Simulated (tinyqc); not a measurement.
# One level coupled to a phonon between two leads, self-consistent Born approximation: effect of the level position

Wide-band leads with mu_L = +V/2 and mu_R = -V/2; phonons in equilibrium, Nq = 1/(exp(w0/kB T) - 1). Scattering links only energies that differ by w0, so a ladder E_k = E1 + k w0 closes on itself; terms that reach past its ends are dropped. Gn and Gp are the electron and hole parts of the spectral function A = Gn + Gp.

|G|^2 = 1/[(E - ed)^2 + (GL + GR + Sin + Sout)^2/4], Gn = |G|^2 (GL fL + GR fR + Sin), Gp = |G|^2 (GL (1 - fL) + GR (1 - fR) + Sout), f = 1/(1 + exp((E - mu)/kB T)). Sin(E) = M^2 [(Nq + 1) Gn(E + w0) + Nq Gn(E - w0)], Sout(E) = M^2 [(Nq + 1) Gp(E - w0) + Nq Gp(E + w0)]. Spectral currents into the level: iL = GL [fL Gp - (1 - fL) Gn], iR = GR [fR Gp - (1 - fR) Gn]. Here E - ed is replaced by E - ed - R(E), with the real part R(E) = (1/2 pi) P int [Sin + Sout](y) dy/(E - y). The total for one spin is I = (q/h) times the integral of iL over all E (all ladders, each long enough that its ends do not matter); the power given to phonons is (1/h) times the integral of E (iL + iR).

Parameters, values chosen for the exercise: temperature of leads and phonons T = 77 K; phonon energy w0 = 80 meV; coupling to the left lead GL = 63 meV; coupling to the right lead GR = 35 meV; electron-phonon matrix element M = 19 meV; bias V = 233 mV.

Constants: q = 1.602176634e-19 C, kB = 1.380649e-23 J/K, h = 6.62607015e-34 J s, Vt = kB T/q. Results are converted to the units shown.

Effect of the level position:
```
ed (meV)  I (uA)  I without phonons (uA)  ratio of the two  power to phonons (nW)  share of I V (%)
0          4.040                   4.077            0.9910                  15.61             1.659
40         3.899                   3.938            0.9902                  13.44             1.479
79         3.388                   3.417            0.9916                  8.677             1.099
119        2.314                   2.295             1.008                  3.860            0.7159
158        1.264                   1.234             1.024                  1.252            0.4249
198       0.7013                  0.6866             1.022                 0.4147            0.2537
237       0.4452                  0.4383             1.016                 0.1739            0.1677
277       0.3065                  0.3029             1.012                0.08442            0.1182
316       0.2265                  0.2245             1.009                0.04677           0.08864
```

Read the table: what changes, and by how much?

I falls from 4.04 to 0.226 uA as the level leaves the window |E| < 116.5 meV; the ratio to the current without phonons moves up and down between 0.990 and 1.02. The power to phonons falls from 15.6 to 0.0468 nW.

Range of the model: The self-consistent Born approximation keeps only non-crossing phonon lines and no Hartree shift; it is rough once the coupling nears the phonon energy.

Program tinyqc, `OMP_NUM_THREADS=1 python tinyqc.py 2720111 2720112 out.jsonl`; Intel Xeon 2.30GHz, shared host, one thread, about 0.2 s.
